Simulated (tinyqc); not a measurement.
Inside a calculation. Model: ferroelectric with a first-order transition, Landau-Devonshire energy.

Numbers from tinyqc (`OMP_NUM_THREADS=1 python tinyqc.py 2860012 2860013 out.jsonl`; about 0.01 s on one thread of a shared Intel Xeon 2.30GHz). Printed values are rounded.

One domain with free energy u = al P^2 + be P^4 + ga P^6 - E P, al = a0 (T - T0), be < 0 < ga (P in uC/cm^2, E in kV/cm, u in mJ/cm^3). Equilibrium: E = 2 al P + 4 be P^3 + 6 ga P^5; a state is stable against small changes where dE/dP > 0. The coercive field is that of uniform switching, which real films, switching by domains, do not reach.

Values chosen for this exercise:
```
symbol,value,unit,meaning
a0,0.025,kV cm/(uC K),slope of the quadratic coefficient
T0,600,K,Curie-Weiss temperature
be,-0.00067,kV cm^5/uC^3,quartic coefficient
ga,1.8e-7,kV cm^9/uC^5,sixth-order coefficient
T,520,K,temperature
Ea,680,kV/cm,applied field
```

Constants: eps0 = 8.8541878128e-14 F/cm where lengths are in cm. Results are converted to the units shown.

## Spontaneous polarisation, coercive field and susceptibility

Ps^2 = [-be + sqrt(be^2 - 3 al ga)]/(3 ga); Pc^2 = [-3 be + sqrt(9 be^2 - 15 al ga)]/(15 ga), Ec = -E(Pc); susceptibility chi = 1/(eps0 dE/dP).

al = -2 kV cm/uC
Ps = 59.41828 uC/cm^2
u(Ps) at E = 0 = -7491.147 mJ/cm^3
Pc = 43.38661 uC/cm^2
Ec = 226.3883 kV/cm
chi at Ps = 323.3938

## Transition temperatures

TC = T0 + be^2/(4 a0 ga), where u(Ps) = u(0); T1 = T0 + be^2/(3 a0 ga), where the polar minimum disappears. At TC the polarisation jumps from sqrt(-be/(2 ga)) to zero, with latent heat TC a0 Ps^2.

TC = 624.9389 K
T1 = 633.2519 K
jump of P = 43.14060 uC/cm^2
latent heat = 29.07702 J/cm^3

Thermal hysteresis can span T0 to T1, 33.3 K.

## Iteration 1: polarisation on the upper branch by Newton steps

P at the start = 71.3 uC/cm^2

f = 2 al P + 4 be P^3 + 6 ga P^5 - Ea, f' = 2 al + 12 be P^2 + 30 ga P^4, P(new) = P - f/f'.

f = 53.47216 kV/cm
f' = 94.68421 kV cm/uC
P after iteration 1 = 70.73526 uC/cm^2

## Iteration 2: polarisation on the upper branch by Newton steps

As before.

f = 1.056315 kV/cm
f' = 90.95985 kV cm/uC
P after iteration 2 = 70.72364 uC/cm^2

## Course of the iteration: polarisation on the upper branch by Newton steps

Stop when P changes by less than 1e-10 uC/cm^2, or after 40 iterations. The rule counts as met only at the stable state of positive P.

Course of the iteration:
```
iteration	P (uC/cm^2)	|change| (uC/cm^2)
1	70.73526	0.565
2	70.72364	0.0116
3	70.72364	4.83e-6
4	70.72364	8.38e-13
```

Converged in 4 iterations. The change falls from 0.56 in the first iteration to below the tolerance in the last. There chi = 124.
